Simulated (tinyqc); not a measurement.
Charge control and current of a heterostructure field-effect transistor. Inputs raised by 2 %, one at a time. Computed by tinyqc, a small Python program. Command: `OMP_NUM_THREADS=1 python tinyqc.py 3011881 3011882 out.jsonl hemt sens`. One thread of a shared host (Intel(R) Xeon(R) Processor @ 2.30GHz), about 0.02 s of CPU time with the checks.

Two subbands in a triangular well; E_F is counted from the conduction band edge of the channel at the interface.

Inputs (values chosen for the exercise, modelled on AlGaAs/GaAs): channel mass m = 0.07 m_0; permittivity eps (barrier and channel) = 12.4; barrier thickness d = 39 nm; Schottky barrier phi_B = 0.94 eV; conduction band offset dE_c = 0.27 eV; delta-doping density N_d = 4.6e+12 1/cm^2; gate voltage V_G = 0 V; mobility mu = 7700 cm^2/(V s); saturation velocity v_s = 1.4 1e7 cm/s; gate length L = 92 nm; source resistance R_S = 1.1 ohm mm; temperature T = 400 K; mixing = 0.5; iteration cap = 200; spacer between delta layer and channel = 3.3 nm.

Charge source: delta doping. Velocity law: smooth.

Constants: e = 1.602176634e-19 C; eps_0 = 8.8541878128e-12 F/m; k_B = 8.617333262e-05 eV/K; hbar = 1.054571817e-34 J s; m_0 = 9.1093837015e-31 kg; k_B = 1.380649e-23 J/K.

Method:
- Threshold V_T = phi_B - dE_c - e N_d (d - spacer)/(eps eps_0) (in volts); C_b = eps eps_0/d.
- Charge control: n_s = C_b (V_G - V_T - E_F/e)/e. Well: mean field F = e n_s/(2 eps eps_0), E_i = (hbar^2/2m)^(1/3) [(3 pi e F/2)(i + 3/4)]^(2/3), i = 0, 1; n_s = D k_B T sum_i ln(1 + exp((E_F - E_i)/k_B T)), D = m/(pi hbar^2), which is solved in closed form for E_F.
- Iteration from n_s = C_b (V_G - V_T)/(2e): E_F from n_s, n_out from the charge control, n_new = n_s + mixing (n_out - n_s), kept above n_s/10; stop when |n_out/n_s - 1| < 1e-9.
- C_g = e dn_s/dV_G = 1/(1/C_b + 1/C_q), 1/C_q = d(E_F/e)/d(e n_s) by a central difference of +/- 0.1 % in n_s; added distance dd = eps eps_0/C_q.
- With V = e n_s/C_g and V_c = v_s L/mu: for v = mu F/(1 + mu F/v_s), V_Dsat = V_c (sqrt(1 + 2V/V_c) - 1) and I/W = C_g v_s (V - V_Dsat); g_m = dI/dV; extrinsic g_m/(1 + g_m R_S); f_T = g_m/(2 pi C_g L).

Runs; columns: (1) input moved; (2) from; (3) to; (4) saturation current I/W (mA/mm); (5) extrinsic g_m (mS/mm); (6) intrinsic f_T (GHz); (7) gate capacitance C_g (microfarad/cm^2):
```
(1)                                         (2)        (3)    (4)    (5)    (6)     (7)
base run                                      -          -  518.9  240.3  225.2  0.2509
permittivity eps (barrier and channel)     12.4     12.648  513.2  243.4  225.0  0.2556
barrier thickness d (nm)                     39      39.78  526.6  237.5  225.5  0.2467
Schottky barrier phi_B (eV)                0.94     0.9588  512.7  240.2  225.2  0.2508
conduction band offset dE_c (eV)           0.27     0.2754  520.6  240.4  225.3  0.2510
delta-doping density N_d (1/cm^2)       4.6e+12  4.692e+12  534.5  240.7  225.5  0.2512
gate length L (nm)                           92      93.84  518.1  240.2  220.7  0.2509
source resistance R_S (ohm mm)              1.1      1.122  518.9  239.1  225.2  0.2509
```

Exponents ln(y'/y) / ln(x'/x):
```
input                                   saturation current I/W  extrinsic g_m  intrinsic f_T  gate capacitance C_g
permittivity eps (barrier and channel)                  -0.558          0.636         -0.052                 0.919
barrier thickness d                                      0.745         -0.601          0.056                -0.871
Schottky barrier phi_B                                  -0.600         -0.029         -0.020                -0.019
conduction band offset dE_c                              0.171          0.008          0.006                 0.006
delta-doping density N_d                                 1.500          0.072          0.050                 0.048
gate length L                                           -0.070         -0.028         -1.038                 0.000
source resistance R_S                                    0.000         -0.266          0.000                 0.000
```

To which inputs is each result most sensitive?

Among the inputs moved here: saturation current I/W answers most in size to delta-doping density N_d (exponent +1.500), next to barrier thickness d (+0.745); its exponent is below 0.0005 for source resistance R_S. extrinsic g_m answers most in size to permittivity eps (barrier and channel) (exponent +0.636), next to barrier thickness d (-0.601). Intrinsic f_T answers most in size to gate length L (exponent -1.038), next to barrier thickness d (+0.056); its exponent is below 0.0005 for source resistance R_S. Its exponent -1.038 in gate length L: velocity saturation. Gate capacitance C_g answers most in size to permittivity eps (barrier and channel) (exponent +0.919), next to barrier thickness d (-0.871); its exponent is below 0.0005 for gate length L, source resistance R_S.

Caution (all rows): E_F lies above the conduction band minimum of the barrier, so electrons would spill into the barrier.

Extremes, crossings and ranges named in words are read from the listed rows.
